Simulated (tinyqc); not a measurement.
Inside a calculation. Model: implant damage, amorphisation by cascade overlap, and solid-phase epitaxial regrowth. Computed by tinyqc, a small Python program that keeps every step. Command: `OMP_NUM_THREADS=1 python tinyqc.py 3112610 3112611 out.jsonl sper walk`. One thread of a shared host (Intel(R) Xeon(R) Processor @ 2.30GHz), about 0.01 s of CPU time with the checks. Intermediate numbers are printed to about 7 digits and carried at full precision; extremes and crossings named in words are read from the listed rows.

Range and width of the damage are inputs. Dynamic annealing enters only through the surviving share f.

Inputs (values chosen for the exercise, modelled on germanium ions in germanium):
```
quantity                            value    unit
atomic density N                     44.2  1/nm^3
ion Z1                                 32       -
ion mass M1                          72.6       u
target Z2                              32       -
target mass M2                      72.63       u
ion energy E                           34     keV
displacement energy E_d                14      eV
depth of the damage peak R_d           15      nm
width of the damage profile s_d        10      nm
share of defects that survive f      0.95       -
critical displaced share x_c         0.19       -
dose Q                            2.5e+14  1/cm^2
overlaps needed n                       2       -
area amorphised by one track A_i      4.7    nm^2
regrowth prefactor v0             3.3e+16    nm/s
regrowth energy E_a                  2.16      eV
anneal temperature                    316       C
rate relative to (100)                  1       -
peak enhancement by the dopant         10       -
ramp rate                             170     K/s
```

Constants: a_0 = 0.529177210903 angstrom; e^2/(4 pi eps_0) = 14.39964548 eV angstrom; k_B = 8.617333262e-05 eV/K.

## Damage energy and displacements per ion

Robinson partition: eps = E a M2/(Z1 Z2 (e^2/(4 pi eps_0)) (M1 + M2)), a = 0.8853 a_0/sqrt(Z1^(2/3) + Z2^(2/3)); k = 0.0793 Z1^(2/3) Z2^(1/2) (M1 + M2)^(3/2)/((Z1^(2/3) + Z2^(2/3))^(3/4) M1^(3/2) M2^(1/2)); damage energy T_d = E/(1 + k (eps + 0.40244 eps^(3/4) + 3.4008 eps^(1/6))); displacements nu = 0.8 T_d/(2 E_d).

reduced energy eps = 0.1203225

k = 0.1577813

damage energy T_d = 24.13103 keV

T_d/E = 0.7097363

displacements per ion nu = 689.4581

29 % of the energy goes to electrons.

## The amorphous layer

Displaced share x(z) = f nu Q exp(-(z - R_d)^2/(2 s_d^2))/(sqrt(2 pi) s_d N); the layer is amorphous where x > x_c, between R_d -/+ s_d sqrt(2 ln(x_max/x_c)), the upper edge being cut at the surface. Threshold dose Q_c = Q x_c/x_max.

peak displaced share x_max = 1.477948

threshold dose Q_c = 3.213915e+13 1/cm^2

upper edge = 0 nm

lower edge = 35.25530 nm

The layer reaches the surface. Caution: x above 1 counts atoms displaced more than once.

## Damage left below the interface

Displaced atoms per area beyond the lower edge z2: f nu Q (1/2) erfc((z2 - R_d)/(sqrt2 s_d)); they are not removed by regrowth.

share of the damage beyond z2 = 0.02140648

displaced atoms beyond z2 = 3.505232e+15 1/cm^2

## Layer against dose

The formulas are those given above.

Dose series; the last column is f nu Q erfc((z2 - R_d)/(sqrt2 s_d))/2:
```
Q (1/cm^2)     x_max  upper edge (nm)  lower edge (nm)  displaced atoms beyond z2 (1/cm^2)
3.54e+13    0.209277         10.60371         19.39629                        7.653919e+15
4.82e+13    0.284948          5.99684         24.00316                        5.808179e+15
8.03e+13    0.474717          1.46712         28.53288                        4.627427e+15
1.29e+14    0.762621          0.00000         31.67176                        4.033677e+15
2.25e+14    1.330154          0.00000         34.72828                        3.574878e+15
3.86e+14    2.281952          0.00000         37.29692                        3.257377e+15
8.03e+14    4.747170          0.00000         40.37038                        2.939945e+15
1.61e+15    9.517988          0.00000         42.97826                        2.712655e+15
```

A dose 45 times larger moves the lower edge from 19.4 to 43.0 nm, as the root of a logarithm, and the damage beyond it falls by a factor 2.8, since the edge lies on an ever steeper tail. The layer reaches the surface at Q_c exp(R_d^2/(2 s_d^2)) = 9.90e13 per cm^2.

## Overlap model

Gibbons model: a point turns amorphous after n + 1 hits; with y = A_i Q the amorphous share is 1 - exp(-y) sum_(k=0..n) y^k/k!. Doses are set by y.

Amorphous share:
```
y      Q (1/cm^2)  direct impact (n = 0)       given n
0.1  2.127660e+12              0.0951626  1.546531e-04
0.3  6.382979e+12              0.2591818  3.599493e-03
0.6  1.276596e+13              0.4511884  2.311529e-02
1.0  2.127660e+13              0.6321206  8.030140e-02
2.0  4.255319e+13              0.8646647  3.233236e-01
3.0  6.382979e+13              0.9502129  5.768099e-01
5.0  1.063830e+14              0.9932621  8.753480e-01
8.0  1.702128e+14              0.9996645  9.862460e-01
```

At small y the share grows as y^3; between the first rows the exponent is 2.86.

## Isothermal regrowth

v = v0 x orientation factor x exp(-E_a/(k_B T)) x [1 + (enhancement - 1) exp(-(z - R_d)^2/(2 s_d^2))], T = anneal temperature + 273.15 K; the dopant is taken to follow the damage profile; the lower front moves from the lower edge z2 to the surface, or to the middle (z1 + z2)/2 of a buried layer with upper edge z1; time = int dz/v; the equivalent undoped distance is that time times the undoped velocity.

undoped velocity = 0.01099463 nm/s

distance to regrow = 35.25530 nm

time without enhancement = 3206.592 s

equivalent undoped distance = 6.159841 nm

time with enhancement = 560.2589 s

The rate doubles for each 10 K or so near this temperature.

## Regrowth during a ramp

On a linear ramp from 200 C regrowth ends at the T_f where int v_undoped dT/(ramp rate) equals the equivalent undoped distance.

temperature at which regrowth ends = 461.9863 C

Checks made by the program: tail against quadrature of x(z) N (relative difference below 1e-10).
